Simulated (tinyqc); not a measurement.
Pariser-Parr-Pople SCF with singles CI, for the molecule c1ccc2cccc-2cc1 (SMILES; centres numbered as the heavy atoms are written), step by step (part 1 of 2). Computed by tinyqc, a small Python program that keeps every step. Settings: charge = 0, gamma = MN, start = core, damping = 0.3, iteration cap = 71, excitations kept = 9. Command: `OMP_NUM_THREADS=1 python tinyqc.py 23572 23573 out.jsonl` (the two numbers bound the seeds that draw the settings). One thread of a shared host (Intel(R) Xeon(R) Processor @ 2.60GHz), about 0.01 s of CPU time with the checks. Later iterations appear only in the table of the cycle.

## PPP integrals

Centres (angstrom, eV; a flat drawing with bonds scaled to 1.40 angstrom):
```
centre          x          y  core charge z          W   gamma_rr
1C       2.531000   0.000000              1  11.160000  11.130000
2C       1.924000   1.261000              1  11.160000  11.130000
3C       0.559000   1.573000              1  11.160000  11.130000
4C      -0.536000   0.700000              1  11.160000  11.130000
5C      -1.867000   1.133000              1  11.160000  11.130000
6C      -2.690000   0.000000              1  11.160000  11.130000
7C      -1.867000  -1.133000              1  11.160000  11.130000
8C      -0.536000  -0.700000              1  11.160000  11.130000
9C       0.559000  -1.573000              1  11.160000  11.130000
10C      1.924000  -1.261000              1  11.160000  11.130000
```

Resonance integrals (eV):
```
i    j       beta
1    2  -2.220000
2    3  -2.220000
3    4  -2.220000
4    5  -2.220000
5    6  -2.220000
6    7  -2.220000
7    8  -2.220000
8    9  -2.220000
9   10  -2.220000
10   1  -2.220000
8    4  -2.220000
```

Mataga-Nishimoto: gamma = 14.399645/(R + a), a = 2 x 14.399645/(gamma_rr + gamma_ss); H_rr = -W_r - sum_(s != r) z_s gamma_rs; H_rs = beta for bonds.

repulsion gamma_rs (eV):
```
            1C         2C         3C         4C         5C         6C         7C         8C
1C   11.130000   5.346553   3.773205   3.243428   2.467651   2.210308   2.467651   3.243428
2C    5.346553  11.130000   5.345136   3.772577   2.830715   2.369539   2.492411   3.243355
3C    3.773205   5.345136  11.130000   5.344721   3.830358   2.936591   2.921983   3.772727
4C    3.243428   3.772577   5.344721  11.130000   5.346212   4.046371   4.045936   5.345539
5C    2.467651   2.830715   3.830358   5.346212  11.130000   5.344818   4.045107   4.045936
6C    2.210308   2.369539   2.936591   4.046371   5.344818  11.130000   5.344818   4.046371
7C    2.467651   2.492411   2.921983   4.045936   4.045107   5.344818  11.130000   5.346212
8C    3.243428   3.243355   3.772727   5.345539   4.045936   4.046371   5.346212  11.130000
9C    3.773205   3.243627   3.243332   3.772727   2.921983   2.936591   3.830358   5.344721
10C   5.346553   3.773721   3.243627   3.243355   2.492411   2.369539   2.830715   3.772577

            9C        10C
1C    3.773205   5.346553
2C    3.243627   3.773721
3C    3.243332   3.243627
4C    3.772727   3.243355
5C    2.921983   2.492411
6C    2.936591   2.369539
7C    3.830358   2.830715
8C    5.344721   3.772577
9C   11.130000   5.345136
10C   5.345136  11.130000
```

core matrix H (eV):
```
             1C          2C          3C          4C          5C          6C          7C          8C
1C   -43.031983   -2.220000    0.000000    0.000000    0.000000    0.000000    0.000000    0.000000
2C    -2.220000  -43.577632   -2.220000    0.000000    0.000000    0.000000    0.000000    0.000000
3C     0.000000   -2.220000  -45.571681   -2.220000    0.000000    0.000000    0.000000    0.000000
4C     0.000000    0.000000   -2.220000  -49.320867   -2.220000    0.000000    0.000000   -2.220000
5C     0.000000    0.000000    0.000000   -2.220000  -44.485192   -2.220000    0.000000    0.000000
6C     0.000000    0.000000    0.000000    0.000000   -2.220000  -42.764948   -2.220000    0.000000
7C     0.000000    0.000000    0.000000    0.000000    0.000000   -2.220000  -44.485192   -2.220000
8C     0.000000    0.000000    0.000000   -2.220000    0.000000    0.000000   -2.220000  -49.320867
9C     0.000000    0.000000    0.000000    0.000000    0.000000    0.000000    0.000000   -2.220000
10C   -2.220000    0.000000    0.000000    0.000000    0.000000    0.000000    0.000000    0.000000

             9C         10C
1C     0.000000   -2.220000
2C     0.000000    0.000000
3C     0.000000    0.000000
4C     0.000000    0.000000
5C     0.000000    0.000000
6C     0.000000    0.000000
7C     0.000000    0.000000
8C    -2.220000    0.000000
9C   -45.571681   -2.220000
10C   -2.220000  -43.577632
```

## Starting guess

pi electrons, sum of z_r less the charge = 10

Orbitals of the core matrix H.

P at the start:
```
            1C         2C         3C         4C         5C         6C         7C         8C
1C    0.499535   0.480389   0.325926  -0.150300   0.073224   0.140102   0.073224  -0.150300
2C    0.480389   0.785021   0.776427  -0.128504  -0.162623   0.064797   0.200357  -0.048419
3C    0.325926   0.776427   1.027993   0.383239  -0.203412  -0.126088   0.025062   0.023413
4C   -0.150300  -0.128504   0.383239   1.623721   0.519325  -0.083735  -0.315297   0.214433
5C    0.073224  -0.162623  -0.203412   0.519325   0.927486   0.661128   0.273102  -0.315297
6C    0.140102   0.064797  -0.126088  -0.083735   0.661128   0.772024   0.661128  -0.083735
7C    0.073224   0.200357   0.025062  -0.315297   0.273102   0.661128   0.927486   0.519325
8C   -0.150300  -0.048419   0.023413   0.214433  -0.315297  -0.083735   0.519325   1.623721
9C    0.325926  -0.073476  -0.281829   0.023413   0.025062  -0.126088  -0.203412   0.383239
10C   0.480389   0.158514  -0.073476  -0.048419   0.200357   0.064797  -0.162623  -0.128504

            9C        10C
1C    0.325926   0.480389
2C   -0.073476   0.158514
3C   -0.281829  -0.073476
4C    0.023413  -0.048419
5C    0.025062   0.200357
6C   -0.126088   0.064797
7C   -0.203412  -0.162623
8C    0.383239  -0.128504
9C    1.027993   0.776427
10C   0.776427   0.785021
```

## Iteration 1: Fock matrix

F_rr = H_rr + P_rr gamma_rr / 2 + sum_(s != r) P_ss gamma_rs; F_rs = H_rs - P_rs gamma_rs / 2; E = tr P (H + F) / 2 + core repulsion sum_(r<s) z_r z_s gamma_rs.

F (eV):
```
            1C         2C         3C         4C         5C         6C         7C         8C
1C   -7.283424  -3.504213  -0.614893   0.243743  -0.090345  -0.154834  -0.090345   0.243743
2C   -3.504213  -6.588184  -4.295055   0.242396   0.230169  -0.076770  -0.249685   0.078521
3C   -0.614893  -4.295055  -4.555560  -3.244153   0.389571   0.185135  -0.036616  -0.044166
4C    0.243743   0.242396  -3.244153  -3.269686  -3.608211   0.169411   0.637837  -2.793129
5C   -0.090345   0.230169   0.389571  -3.608211  -3.842597  -3.986805  -0.552363   0.637837
6C   -0.154834  -0.076770   0.185135   0.169411  -3.986805  -4.551803  -3.986805   0.169411
7C   -0.090345  -0.249685  -0.036616   0.637837  -0.552363  -3.986805  -3.842597  -3.608211
8C    0.243743   0.078521  -0.044166  -2.793129   0.637837   0.169411  -3.608211  -3.269686
9C   -0.614893   0.119164   0.457032  -0.044166  -0.036616   0.185135   0.389571  -3.244153
10C  -3.504213  -0.299094   0.119164   0.078521  -0.249685  -0.076770   0.230169   0.242396

            9C        10C
1C   -0.614893  -3.504213
2C    0.119164  -0.299094
3C    0.457032   0.119164
4C   -0.044166   0.078521
5C   -0.036616  -0.249685
6C    0.185135  -0.076770
7C    0.389571   0.230169
8C   -3.244153   0.242396
9C   -4.555560  -4.295055
10C  -4.295055  -6.588184
```

pi energy = -118.793777 eV

## Iteration 1: orbitals and new P

Diagonalise F (the basis is taken as orthonormal) and form P = 2 sum c c over the lowest orbitals; 0.3 of the old P is kept.

orbital energies (eV): [-13.563702, -10.994238, -10.536860, -7.897196, -6.642425, -3.350029, -1.659578, 0.300598, 2.225758, 3.770393]

P after iteration 1:
```
            1C         2C         3C         4C         5C         6C         7C         8C
1C    0.835784   0.578794   0.159354  -0.249808   0.038509   0.183322   0.038509  -0.249808
2C    0.578794   0.978863   0.713524  -0.048498  -0.205657   0.010450   0.188375   0.005158
3C    0.159354   0.713524   0.906557   0.528659  -0.011806  -0.182551  -0.069927   0.143520
4C   -0.249808  -0.048498   0.528659   1.200421   0.588651  -0.052846  -0.279661   0.252148
5C    0.038509  -0.205657  -0.011806   0.588651   1.026929   0.660073   0.026591  -0.279661
6C    0.183322   0.010450  -0.182551  -0.052846   0.660073   0.938676   0.660073  -0.052846
7C    0.038509   0.188375  -0.069927  -0.279661   0.026591   0.660073   1.026929   0.588651
8C   -0.249808   0.005158   0.143520   0.252148  -0.279661  -0.052846   0.588651   1.200421
9C    0.159354  -0.170312  -0.145763   0.143520  -0.069927  -0.182551  -0.011806   0.528659
10C   0.578794  -0.020207  -0.170312   0.005158   0.188375   0.010450  -0.205657  -0.048498

            9C        10C
1C    0.159354   0.578794
2C   -0.170312  -0.020207
3C   -0.145763  -0.170312
4C    0.143520   0.005158
5C   -0.069927   0.188375
6C   -0.182551   0.010450
7C   -0.011806  -0.205657
8C    0.528659  -0.048498
9C    0.906557   0.713524
10C   0.713524   0.978863
```

## Iteration 2: Fock matrix

As before.

F (eV):
```
            1C         2C         3C         4C         5C         6C         7C         8C
1C   -6.142579  -3.767277  -0.300637   0.405118  -0.047513  -0.202599  -0.047513   0.405118
2C   -3.767277  -6.068763  -4.126941   0.091481   0.291078  -0.012381  -0.234754  -0.008365
3C   -0.300637  -4.126941  -5.390159  -3.632768   0.022610   0.268038   0.102162  -0.270731
4C    0.405118   0.091481  -3.632768  -4.936399  -3.793528   0.106918   0.565745  -2.893934
5C   -0.047513   0.291078   0.022610  -3.793528  -4.930295  -3.983985  -0.053783   0.565745
6C   -0.202599  -0.012381   0.268038   0.106918  -3.983985  -5.038400  -3.983985   0.106918
7C   -0.047513  -0.234754   0.102162   0.565745  -0.053783  -3.983985  -4.930295  -3.793528
8C    0.405118  -0.008365  -0.270731  -2.893934   0.565745   0.106918  -3.793528  -4.936399
9C   -0.300637   0.276214   0.236378  -0.270731   0.102162   0.268038   0.022610  -3.632768
10C  -3.767277   0.038128   0.276214  -0.008365  -0.234754  -0.012381   0.291078   0.091481

            9C        10C
1C   -0.300637  -3.767277
2C    0.276214   0.038128
3C    0.236378   0.276214
4C   -0.270731  -0.008365
5C    0.102162  -0.234754
6C    0.268038  -0.012381
7C    0.022610   0.291078
8C   -3.632768   0.091481
9C   -5.390159  -4.126941
10C  -4.126941  -6.068763
```

pi energy = -123.547418 eV

## Iteration 2: orbitals and new P

As before.

orbital energies (eV): [-13.320998, -11.921171, -11.073379, -9.158794, -8.062585, -2.936551, -1.895558, 0.566953, 1.590755, 2.379115]

P after iteration 2:
```
            1C         2C         3C         4C         5C         6C         7C         8C
1C    0.901029   0.616283   0.121519  -0.257729   0.028449   0.186909   0.028449  -0.257729
2C    0.616283   1.018324   0.686815  -0.031843  -0.220140   0.004468   0.187778  -0.002071
3C    0.121519   0.686815   0.886391   0.575683   0.028706  -0.204005  -0.090485   0.182205
4C   -0.257729  -0.031843   0.575683   1.079412   0.607246  -0.044693  -0.267796   0.281733
5C    0.028449  -0.220140   0.028706   0.607246   1.069879   0.659703  -0.064559  -0.267796
6C    0.186909   0.004468  -0.204005  -0.044693   0.659703   0.990959   0.659703  -0.044693
7C    0.028449   0.187778  -0.090485  -0.267796  -0.064559   0.659703   1.069879   0.607246
8C   -0.257729  -0.002071   0.182205   0.281733  -0.267796  -0.044693   0.607246   1.079412
9C    0.121519  -0.212645  -0.122328   0.182205  -0.090485  -0.204005   0.028706   0.575683
10C   0.616283  -0.040840  -0.212645  -0.002071   0.187778   0.004468  -0.220140  -0.031843

            9C        10C
1C    0.121519   0.616283
2C   -0.212645  -0.040840
3C   -0.122328  -0.212645
4C    0.182205  -0.002071
5C   -0.090485   0.187778
6C   -0.204005   0.004468
7C    0.028706  -0.220140
8C    0.575683  -0.031843
9C    0.886391   0.686815
10C   0.686815   1.018324
```

## Iteration 3: Fock matrix

As before.

F (eV):
```
            1C         2C         3C         4C         5C         6C         7C         8C
1C   -5.967149  -3.867494  -0.229258   0.417963  -0.035102  -0.206563  -0.035102   0.417963
2C   -3.867494  -6.021091  -4.055561   0.060065   0.311577  -0.005293  -0.234009   0.003359
3C   -0.229258  -4.055561  -5.642431  -3.758433  -0.054977   0.299540   0.132197  -0.343704
4C    0.417963   0.060065  -3.758433  -5.337110  -3.843233   0.090423   0.541742  -2.973008
5C   -0.035102   0.311577  -0.054977  -3.843233  -5.139740  -3.982997   0.130573   0.541742
6C   -0.206563  -0.005293   0.299540   0.090423  -3.982997  -5.054835  -3.982997   0.090423
7C   -0.035102  -0.234009   0.132197   0.541742   0.130573  -3.982997  -5.139740  -3.843233
8C    0.417963   0.003359  -0.343704  -2.973008   0.541742   0.090423  -3.843233  -5.337110
9C   -0.229258   0.344870   0.198375  -0.343704   0.132197   0.299540  -0.054977  -3.758433
10C  -3.867494   0.077060   0.344870   0.003359  -0.234009  -0.005293   0.311577   0.060065

            9C        10C
1C   -0.229258  -3.867494
2C    0.344870   0.077060
3C    0.198375   0.344870
4C   -0.343704   0.003359
5C    0.132197  -0.234009
6C    0.299540  -0.005293
7C   -0.054977   0.311577
8C   -3.758433   0.060065
9C   -5.642431  -4.055561
10C  -4.055561  -6.021091
```

pi energy = -125.023135 eV

## Iteration 3: orbitals and new P

As before.

orbital energies (eV): [-13.539713, -12.037577, -11.315001, -9.399935, -8.340383, -2.938261, -1.989908, 0.661937, 1.524194, 2.071919]

P after iteration 3:
```
            1C         2C         3C         4C         5C         6C         7C         8C
1C    0.916223   0.631451   0.109138  -0.251218   0.026710   0.184619   0.026710  -0.251218
2C    0.631451   1.024843   0.672990  -0.026800  -0.225624   0.004491   0.189226  -0.010238
3C    0.109138   0.672990   0.886625   0.593318   0.034464  -0.214044  -0.096344   0.195176
4C   -0.251218  -0.026800   0.593318   1.040466   0.611549  -0.038298  -0.262464   0.294949
5C    0.026710  -0.225624   0.034464   0.611549   1.087677   0.659128  -0.099253  -0.262464
6C    0.184619   0.004491  -0.214044  -0.038298   0.659128   1.004554   0.659128  -0.038298
7C    0.026710   0.189226  -0.096344  -0.262464  -0.099253   0.659128   1.087677   0.611549
8C   -0.251218  -0.010238   0.195176   0.294949  -0.262464  -0.038298   0.611549   1.040466
9C    0.109138  -0.231274  -0.119550   0.195176  -0.096344  -0.214044   0.034464   0.593318
10C   0.631451  -0.036535  -0.231274  -0.010238   0.189226   0.004491  -0.225624  -0.026800

            9C        10C
1C    0.109138   0.631451
2C   -0.231274  -0.036535
3C   -0.119550  -0.231274
4C    0.195176  -0.010238
5C   -0.096344   0.189226
6C   -0.214044   0.004491
7C    0.034464  -0.225624
8C    0.593318  -0.026800
9C    0.886625   0.672990
10C   0.672990   1.024843
```

## Convergence

Stop when output and input P, before any damping, agree to 1e-7.

Course of the cycle:
```
iteration         E (eV)  largest |P(out) - P(in)|
1          -118.79377717                  6.05e-01
2          -123.54741786                  1.73e-01
3          -125.02313513                  5.56e-02
4          -125.48614279                  2.04e-02
5          -125.63112239                  9.21e-03
6          -125.67653574                  4.59e-03
7          -125.69079828                  2.47e-03
8          -125.69529709                  1.41e-03
9          -125.69672461                  8.61e-04
10         -125.69718105                  5.54e-04
11         -125.69732841                  3.56e-04
...                  ...                       ...
20         -125.69740073                  7.05e-06
21         -125.69740074                  4.59e-06
22         -125.69740074                  2.99e-06
23         -125.69740074                  1.95e-06
24         -125.69740074                  1.27e-06
25         -125.69740074                  8.32e-07
26         -125.69740074                  5.44e-07
27         -125.69740074                  3.55e-07
28         -125.69740074                  2.33e-07
29         -125.69740074                  1.52e-07
30         -125.69740074                  9.96e-08
```

Converged in 30 iterations.

## Converged orbitals

Charges are z - P_rr.

orbital energies (eV): [-13.672514, -12.103591, -11.415206, -9.489907, -8.433532, -2.939684, -2.059195, 0.679392, 1.520354, 1.959544]

coefficients:
```
          MO1        MO2        MO3        MO4        MO5        MO6        MO7        MO8
1C   0.293397   0.507822   0.000000   0.345708   0.000000   0.502896   0.000000   0.501555
2C   0.303561   0.378724   0.381910   0.119779  -0.337594  -0.132433   0.466932  -0.441888
3C   0.343156   0.075546   0.491036  -0.264823  -0.115230  -0.435553  -0.385781   0.265116
4C   0.410681  -0.258007   0.280234  -0.307801   0.315591   0.336608  -0.173225  -0.019619
5C   0.242186  -0.312447   0.185736   0.296095   0.522641   0.039317   0.321154  -0.229259
6C   0.198699  -0.339790   0.000000   0.588815   0.000000  -0.320789   0.000000   0.333841
7C   0.242186  -0.312447  -0.185736   0.296095  -0.522641   0.039317  -0.321154  -0.229259
8C   0.410681  -0.258007  -0.280234  -0.307801  -0.315591   0.336608   0.173225  -0.019619
9C   0.343156   0.075546  -0.491036  -0.264823   0.115230  -0.435553   0.385781   0.265116
10C  0.303561   0.378724  -0.381910   0.119779   0.337594  -0.132433  -0.466932  -0.441888

           MO9       MO10
1C   -0.179050   0.000000
2C    0.193049   0.148826
3C   -0.215437  -0.311093
4C    0.237367   0.540244
5C   -0.449383  -0.298677
6C    0.532920   0.000000
7C   -0.449383   0.298677
8C    0.237367  -0.540244
9C   -0.215437   0.311093
10C   0.193049  -0.148826
```

pi charges: 1C 0.073042, 2C -0.019507, 3C 0.104023, 4C -0.016193, 5C -0.103203, 6C -0.003282, 7C -0.103203, 8C -0.016193, 9C 0.104023, 10C -0.019507

## Singles CI, singlets

Over the 9 single excitations with the smallest orbital gaps: A = (e_a - e_i) delta + 2 (ia|jb) - (ij|ab), with (pq|rs) = sum c_mp c_mq gamma_mn c_nr c_ns. f = 2/3 w |mu|^2 in atomic units, mu = sqrt2 sum c_ia sum_m c_mi c_ma R_m.

singlet CI matrix (eV):
```
           5>6        5>7        4>6        4>7        3>6        5>8        2>6        3>7
5>6   1.970916   0.000000   0.000000   0.536162  -0.280833   0.273962   0.000000   0.000000
5>7   0.000000   3.892214  -0.637132   0.000000   0.000000   0.000000  -0.001214  -0.238884
4>6   0.000000  -0.637132   4.031563   0.000000   0.000000   0.000000   0.057294   0.107949
4>7   0.536162   0.000000   0.000000   4.486091  -0.544254  -0.068396   0.000000   0.000000
3>6  -0.280833   0.000000   0.000000  -0.544254   5.324303   0.108360   0.000000   0.000000
5>8   0.273962   0.000000   0.000000  -0.068396   0.108360   6.083990   0.000000   0.000000
2>6   0.000000  -0.001214   0.057294   0.000000   0.000000   0.000000   6.050938   0.389289
3>7   0.000000  -0.238884   0.107949   0.000000   0.000000   0.000000   0.389289   6.270289
5>9  -0.270875   0.000000   0.000000  -0.412336   0.114127  -0.020212   0.000000   0.000000

           5>9
5>6  -0.270875
5>7   0.000000
4>6   0.000000
4>7  -0.412336
3>6   0.114127
5>8  -0.020212
2>6   0.000000
3>7   0.000000
5>9   6.672402
```

singlet excitation energies (eV): [1.826957, 3.316134, 4.221191, 4.569100, 5.551326, 5.769521, 6.120548, 6.590249, 6.817680]

oscillator strengths: [0.022602, 0.008025, 0.091613, 1.799198, 0.578758, 0.011369, 0.016552, 0.375362, 0.794602]
